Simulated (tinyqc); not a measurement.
# Undoped gate-all-around wire MOSFET, analytic charge model: two studies

An undoped round wire of radius R under an insulator shell and a surrounding gate; long channel, electrons only, n = ni exp((psi - V)/Vt) with V the quasi-Fermi potential (0 at the source, Vd at the drain), constant mobility, no quantisation. The radial Poisson equation gives n(r) = n(0)/(1 - (1 - b) r^2/R^2)^2 with b = Q0/(Q + Q0). Q is the electron charge per area of the wire surface.

Inputs (values chosen for the exercise); material values close to those of silicon: temperature T = 273 K; band gap Eg = 1.12 eV; relative permittivity of the semiconductor eps_r = 11.7; conduction-band density of states at T Nc = 2.47e19 cm^-3; valence-band density of states at T Nv = 2.26e19 cm^-3; relative permittivity of the gate insulator eox = 22.7; insulator thickness tox = 4.9 nm; wire radius R = 10 nm; gate work function less that of the intrinsic body dphi = -0.09 V; channel mobility mu = 500 cm^2/(V s); gate length L = 0.5 um; drain voltage Vd = 0.1 V.

Constants: q = 1.602176634e-19 C, kB = 1.380649e-23 J/K, Vt = kB T/q, eps0 = 8.8541878128e-14 F/cm where lengths are in cm. Results are converted to the units shown.

Each table varies one quantity; the others keep the values above.

## Transfer curve and volume inversion

ni = sqrt(Nc Nv) exp(-Eg/(2 Vt)), Eg in volts; Cox = eps0 eox/(R ln(1 + tox/R)); Q0 = 4 eps0 eps_r Vt/R; V0 = dphi + Vt ln[8 eps0 eps_r Vt/(q ni R^2)]. Q solves Vg - V0 - V = Q/Cox + Vt ln(Q/Q0) + Vt ln(1 + Q/Q0). I = mu (2 pi R/L)[2 Vt (Qs - Qd) + (Qs^2 - Qd^2)/(2 Cox) + Vt Q0 ln((Qd + Q0)/(Qs + Q0))], with Qs at V = 0 and Qd at V = Vd. The drop is psi(surface) - psi(centre) at the source end; C = dQs/dVg, Cg = Cox, drop = 2 Vt ln(1 + Qs/Q0); gm = dI/dVg.

Results:
```
Vg (V),Qs (nC/cm^2),drop (mV),C/Cg,I (uA),gm/I (1/V)
0.1,2.796e-4,1.350e-4,2.358e-6,4.075e-7,42.51
0.25,0.1638,0.07901,0.001377,2.391e-4,42.44
0.55,396.3,76.33,0.6496,1.571,10.87
0.7,957.6,112.1,0.8089,4.775,5.106
0.85,1597,134.3,0.8739,8.667,3.130
1,2271,150.1,0.9072,12.84,2.214
1.15,2965,162.2,0.9270,17.17,1.699
1.3,3671,172.0,0.9401,21.58,1.374
```

Estimate the missing row, Vg = 0.4 V.

Computed row:
```
Vg (V),Qs (nC/cm^2),drop (mV),C/Cg,I (uA),gm/I (1/V)
0.4,45.12,17.90,0.2242,0.08926,30.82
```

With this row back in the table: The current rises from 4.07e-7 to 21.6 uA. In the first row gm/I is 42.5 1/V, within 0.01 % of 1/Vt: with no depletion charge the whole body follows the gate, and the swing is ideal. The drop between surface and centre goes from 1.3e-4 to 172 mV and passes Vt at Vg = 0.55 V among the rows; below that the density varies across the body by less than a factor of e (volume inversion). C reaches 0.94 of Cg in the last row. For Vg = 0.55 to 1.3 V the surface density at the source passes 0.3 Nc, where Boltzmann statistics fail.

## Output curve

Same model as above.

In this table Vg = 0.7 V.

Result of one run:
```
Vd (V),Qd (nC/cm^2),Qd/Qs,I (uA)
0.43,0.3818,3.987e-4,8.203
```

What becomes of these results when the drain voltage Vd is changed from 0.43 to 0.32 V, all else the same?

Result of the changed run:
```
Vd (V),Qd (nC/cm^2),Qd/Qs,I (uA)
0.32,26.11,0.02727,8.157
```

The whole series:
```
Vd (V),Qd (nC/cm^2),Qd/Qs,I (uA)
0.06,719.5,0.7513,3.157
0.11,533.5,0.5571,5.121
0.16,364.0,0.3801,6.526
0.22,192.3,0.2008,7.562
0.27,87.31,0.09118,7.990
0.32,26.11,0.02727,8.157
0.38,3.044,0.003179,8.199
0.43,0.3818,3.987e-4,8.203
0.48,0.04587,4.790e-5,8.204
```

The current rises from 3.16 to 8.20 uA, while the charge at the drain end falls from 0.75 to 4.8e-5 of that at the source. The current first comes within 1 % of its last value at Vd = 0.32 V among the rows. Over the last rows Qd falls by a factor of e for each Vt of drain voltage: the drain end is in weak inversion. In every row the surface density at the source passes 0.3 Nc, where Boltzmann statistics fail.

Program tinyqc, `OMP_NUM_THREADS=1 python tinyqc.py 2460016 2460017 out.jsonl`; Intel Xeon 2.30GHz, shared host, one thread, about 0.02 s.
